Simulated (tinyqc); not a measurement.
Penn model of the dielectric constant and Phillips ionicity: one step. Penn gap from the dielectric constant. Four cases, with inputs chosen for the exercise.

Question. Start with S = 1 and repeat Eg = Ep sqrt(S/(ei - 1)) until Eg changes by less than 1e-6 eV.

n = 32/a^3; Ep^2 = 8 pi c e2 n with c = hbar^2/2m0, e2 = e^2/(4 pi eps0); EF = c (3 pi^2 n)^(2/3); eps = 1 + (Ep/Eg)^2 S with S = 1 - Eg/(4 EF) + (Eg/(4 EF))^2/3, Eg the Penn gap. Core d shells are left out.

Give: Iterations; Penn gap Eg.

Case 1.

Values chosen (out of a larger set: near those of InP; not measured data): ei = 9.8 (high-frequency dielectric constant).

Ep = 14.73968 eV
EF = 10.63762 eV

Answer.

Iterations:
```
step  Eg in (eV)       S  Eg out (eV)
1         4.9687  0.8878       4.6816
2         4.6816  0.8940       4.6981
3         4.6981  0.8937       4.6971
4         4.6971  0.8937       4.6972
5         4.6972  0.8937       4.6972
6         4.6972  0.8937       4.6972
```

Penn gap Eg = 4.697 eV

The factor S lowers the gap by 0.272 eV from the first estimate. The Penn gap is a mean bonding-antibonding separation, near the main peak of eps2, not the smallest gap.

Case 2.

Values chosen (out of a larger set: near those of SiC; not measured data): ei = 6.51 (high-frequency dielectric constant).

Ep = 23.20853 eV
EF = 19.48606 eV

Answer.

Iterations:
```
step  Eg in (eV)       S  Eg out (eV)
1         9.8872  0.8785       9.2671
2         9.2671  0.8858       9.3056
3         9.3056  0.8854       9.3032
4         9.3032  0.8854       9.3034
5         9.3034  0.8854       9.3033
6         9.3033  0.8854       9.3033
```

Penn gap Eg = 9.303 eV

The factor S lowers the gap by 0.584 eV from the first estimate. The Penn gap is a mean bonding-antibonding separation, near the main peak of eps2, not the smallest gap.

Case 3.

Values chosen (out of a larger set: near those of diamond; not measured data): ei = 5.56 (high-frequency dielectric constant).

Ep = 31.19323 eV
EF = 28.90287 eV

Answer.

Iterations:
```
step  Eg in (eV)       S  Eg out (eV)
1        14.6076  0.8790      13.6951
2        13.6951  0.8862      13.7515
3        13.7515  0.8858      13.7480
4        13.7480  0.8858      13.7482
5        13.7482  0.8858      13.7482
6        13.7482  0.8858      13.7482
```

Penn gap Eg = 13.748 eV

The factor S lowers the gap by 0.859 eV from the first estimate. The Penn gap is a mean bonding-antibonding separation, near the main peak of eps2, not the smallest gap.

Case 4.

Values chosen (out of a larger set: near those of BN; not measured data): ei = 4.61 (high-frequency dielectric constant).

Ep = 30.40962 eV
EF = 27.93885 eV

Answer.

Iterations:
```
step  Eg in (eV)       S  Eg out (eV)
1        16.0051  0.8636      14.8737
2        14.8737  0.8728      14.9526
3        14.9526  0.8722      14.9471
4        14.9471  0.8722      14.9475
5        14.9475  0.8722      14.9475
6        14.9475  0.8722      14.9475
7        14.9475  0.8722      14.9475
```

Penn gap Eg = 14.947 eV

The factor S lowers the gap by 1.058 eV from the first estimate. The Penn gap is a mean bonding-antibonding separation, near the main peak of eps2, not the smallest gap.

Computed by tinyqc, one run a case: `OMP_NUM_THREADS=1 python tinyqc.py N N+1 out.jsonl` with N = 1681279, 1681431, 1681435, 1681464; one thread of a shared Intel(R) Xeon(R) Processor @ 2.30GHz, about 0.01 s a run at most.
